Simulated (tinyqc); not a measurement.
Disorder and hopping from G and Sigma.

Question. In a semi-elliptic band with self-consistent Born disorder, Sigma = D G and G = 1/(z - (t^2 + D) G), z = E + i eta. Find D and t.

Values chosen for this exercise:

| symbol | value | unit | meaning |
|---|---|---|---|
| eta | 0.03 | eV | bare broadening |
| E | -0.454 | eV | energy from the band centre |

G = -0.11228041-0.69047958i 1/eV
Im Sigma = -0.69047958 eV

Solution. D = Im Sigma/Im G, and t^2 + D = (z - 1/G)/G.

D = 1.000 eV^2
t = 1.000 eV

tinyqc, about 0.01 s, one thread, Intel Xeon 2.30GHz (shared host): `OMP_NUM_THREADS=1 python tinyqc.py 2720021 2720022 out.jsonl`
